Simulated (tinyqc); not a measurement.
# Input admittance of a MOSFET at zero drain bias: distributed channel and distributed gate: effects of single changes

Source and drain grounded, strong inversion, w = 2 pi f, Cox = eps0 eox/tox. The channel is an RC line of resistance 1/(mu Cox Vo) per square fed from both ends, so one finger has the intrinsic admittance y = i w Cox L tanh(g)/g per width, g = (1/2) sqrt(i w tau), tau = L^2/(mu Vo). The vertical resistance rv/L is in series with y, the overlaps 2 i w Cov in parallel: y_t = 1/(1/y + rv/L) + 2 i w Cov. The gate strip is a line of Rsh/L per length loaded by y_t, so a finger has Y = y_t Wf tanh(k)/k, k = (Wf/sd) sqrt(y_t Rsh/L); the device has Nf Y.

Values chosen for this exercise; values of the order met in silicon radio-frequency transistors:
```
symbol  value        unit                                                                 meaning
eox       3.9              relative permittivity of the gate insulator (close to silicon dioxide)
tox       3.9          nm                                                     insulator thickness
L         0.5          um                                                          channel length
Wf         20          um                                                            finger width
Nf          4                                                                   number of fingers
mu        300  cm^2/(V s)                                                        channel mobility
Vo       0.57           V                                                          gate overdrive
Rsh       4.5  ohm/square                                            sheet resistance of the gate
rv        4.2    ohm um^2                                  vertical resistivity of the gate stack
sd          2                                       number of ends at which a finger is contacted
Cov      0.24       fF/um                             overlap and fringe capacitance on each side
f          26         GHz                                                               frequency
```

Constants: eps0 = 8.8541878128e-14 F/cm where lengths are in cm. Results are converted to the units shown.

Each table varies one quantity; the others keep the values above.

## Input impedance against frequency

Low-frequency limits, with c = Cox L and ct = c + 2 Cov: R_strip = Rsh Wf/(3 sd^2 L Nf), R_ch = (c/ct)^2 L/(12 mu Cox Vo Wf Nf), R_vert = (c/ct)^2 rv/(L Wf Nf), C = ct Wf Nf. Z = 1/(Nf Y) = R + 1/(i w C), Q = |Im Z|/R, far-point signal |1/cosh k|.

The same in every row: low-frequency R (ohm) = 6.635.

Result of one run:
```
f (GHz),w tau,|k|,R (ohm),C (fF),Q,signal at the far point
0.6,0.05512,0.1290,6.635,392.6,101.8,0.9999
```

What becomes of these results when the frequency f is changed from 0.6 to 100 GHz, all else the same?

Result of the changed run:
```
f (GHz),w tau,|k|,R (ohm),C (fF),Q,signal at the far point
100,9.186,1.444,6.177,316.9,0.8132,0.5638
```

The whole series:
```
f (GHz),w tau,|k|,R (ohm),C (fF),Q,signal at the far point
0.3,0.02756,0.09124,6.635,392.6,203.7,1.000
0.6,0.05512,0.1290,6.635,392.6,101.8,0.9999
2,0.1837,0.2356,6.635,392.5,30.56,0.9993
4,0.3674,0.3331,6.634,392.4,15.29,0.9974
9,0.8267,0.4989,6.629,391.5,6.814,0.9871
20,1.837,0.7389,6.603,387.5,3.110,0.9417
50,4.593,1.125,6.465,365.8,1.346,0.7620
100,9.186,1.444,6.177,316.9,0.8132,0.5638
300,27.56,1.877,5.160,177.8,0.5784,0.3716
```

R falls from 6.64 to 5.16 ohm and C falls from 393 to 178 fF. Q goes as f^(-1.00) between the first two rows and f^(-0.31) between the last two, where w tau = 27.6 and |k| = 1.88. The low-frequency limits hold both R and C within 5 % up to f = 20 GHz among the rows.

## Dividing a fixed width into fingers

Total width Wf Nf = 80 um; each finger also has a contact resistance Rc at each contacted end, which adds Rc/(sd Nf). The resistances are low-frequency limits, good while |k| is below about 1; the far-point signal is |1/cosh k| at f, without Rc.

The same in every row: R_ch + R_vert (ohm) = 2.8854.

Result of one run:
```
Nf,Wf (um),R_strip (ohm),Rc/(sd Nf) for Rc = 30 ohm (ohm),sum (ohm),signal at the far point
32,2.5000,0.058594,0.46875,3.4127,0.99901
```

What becomes of these results when the number of fingers Nf is changed from 32 to 64, all else the same?

Result of the changed run:
```
Nf,Wf (um),R_strip (ohm),Rc/(sd Nf) for Rc = 30 ohm (ohm),sum (ohm),signal at the far point
64,1.2500,0.014648,0.23438,3.1344,0.99975
```

The whole series:
```
Nf,Wf (um),R_strip (ohm),Rc/(sd Nf) for Rc = 30 ohm (ohm),sum (ohm),signal at the far point
1,80.000,60.000,15.000,77.885,0.15283
2,40.000,15.000,7.5000,25.385,0.57488
4,20.000,3.7500,3.7500,10.385,0.90798
8,10.000,0.93750,1.8750,5.6979,0.98208
16,5.0000,0.23438,0.93750,4.0572,0.99592
32,2.5000,0.058594,0.46875,3.4127,0.99901
64,1.2500,0.014648,0.23438,3.1344,0.99975
128,0.62500,0.0036621,0.11719,3.0062,0.99994
```

R_strip falls as 1/Nf^2, from 60.0 to 0.00366 ohm, the contact term as 1/Nf, and R_ch + R_vert stays at 2.89 ohm since the total width is fixed. The sum is within a factor 1.5 of that floor from Nf = 16 on. More fingers add wiring capacitance, which is left out.

Computed by the program tinyqc: `OMP_NUM_THREADS=1 python tinyqc.py 2262162 2262163 out.jsonl`, one thread of a shared Intel Xeon 2.30GHz, about 0.01 s for the whole run.
